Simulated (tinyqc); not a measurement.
# Traps spread exponentially in energy

For traps of total density Nt spread as exp(-E/kB Tc) below the band edge, with l = Tc/T: J = q mu Nc [eps0 eps_r l/(q Nt (l + 1))]^l [(2 l + 1)/(l + 1)]^(l + 1) V^(l + 1)/L^(2 l + 1). It needs trapped charge far above free charge, so only rows below a fifth of the trap-free current (9/8) eps0 eps_r mu V^2/L^3 are listed.

Inputs (values chosen for the exercise): relative permittivity eps_r = 13.4; mobility mu = 5.5 cm^2/(V s); thickness L = 2200 nm; band density of states Nc = 6.4e19 cm^-3; trap density Nt = 5e16 cm^-3; voltage V = 5.7 V.

Constants: q = 1.602176634e-19 C, eps0 = 8.8541878128e-14 F/cm where lengths are in cm. Results are converted to the units shown.

Traps spread exponentially in energy:
```
l,exponent of V,exponent of 1/L,J (A/cm^2)
4,5.000,9.000,1.047
4.8,5.800,10.60,0.07060
5.7,6.700,12.40,0.003411
6.5,7.500,14.00,2.313e-4
7.3,8.300,15.60,1.570e-5
8.2,9.200,17.40,7.625e-7
9,10.00,19.00,5.186e-8
```

J falls from 1.05 to 5.19e-8 A/cm^2 at V = 5.7 V, well below q Nt L^2/(2 eps0 eps_r) = 163 V, near which the curves for different l come together. A slope above 2 on a log-log plot gives l, and its change with temperature tests the model.

Computed by the program tinyqc: `OMP_NUM_THREADS=1 python tinyqc.py 2370167 2370168 out.jsonl`, one thread of a shared Intel Xeon 2.30GHz, about 0.02 s for the whole run.
